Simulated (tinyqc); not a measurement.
Conversion gain and read noise from the photon-transfer curve.

Problem. Temporal variance = CG x mean output + vn^2 (dark signal removed), CG = q As/Cf. Find CG, vn, the read noise in electrons and Cf.

Inputs (values chosen for the exercise):
- As = 0.92 (source-follower gain)

Constants: q = 1.602176634e-19 C. Results are converted to the units shown.

temporal variance at mean outputs of 92 and 550 mV (mV^2): [13.61372303, 81.12303768]

Answer. Poisson statistics make the slope equal to CG; the intercept is vn^2.

CG = 147.4 uV/electron
vn = 230.0 uV
read noise = 1.560 electrons
Cf = 1.000 fF

tinyqc, about 0.01 s, one thread, Intel Xeon 2.30GHz (shared host): `OMP_NUM_THREADS=1 python tinyqc.py 2630024 2630025 out.jsonl`
